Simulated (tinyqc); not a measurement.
## The bottom gap that matches the currents

Question. Photon flux above E from a black body at temperature T into a hemisphere: Phi(E, T) = A sum_k exp(-k E/th)[E^2 th/k + 2 E th^2/k^2 + 2 th^3/k^3], k = 1, 2, ..., with th = kB T/q in eV and A = 2 pi q^3/(h^3 c^2). In a two-junction cell the top cell (gap E1) absorbs every photon above E1 and the bottom cell (gap E2) every photon between E2 and E1, one electron each; the sun fills the share fs X of the hemisphere. The currents match when Phi(E2, Ts) = 2 Phi(E1, Ts). Find E2 and the matched current q fs X Phi(E1, Ts).

Parameters, values chosen for the exercise:
- Ts = 4500 K (temperature of the black-body sun)
- fs = 2.16e-5 (share of the hemisphere filled by the sun)
- X = 1 (concentration)

Constants: q = 1.602176634e-19 C, kB = 1.380649e-23 J/K, h = 6.62607015e-34 J s, c = 299792458 m/s. Results are converted to the units shown.

E1 = 1.4867367 eV

Answer. Phi falls steadily with energy, so the condition has one root below E1.

E2 = 1.010 eV
matched current = 10.60 mA/cm^2

Computed by the program tinyqc: `OMP_NUM_THREADS=1 python tinyqc.py 2820126 2820127 out.jsonl`, one thread of a shared Intel Xeon 2.30GHz, about 0.01 s for the whole run.
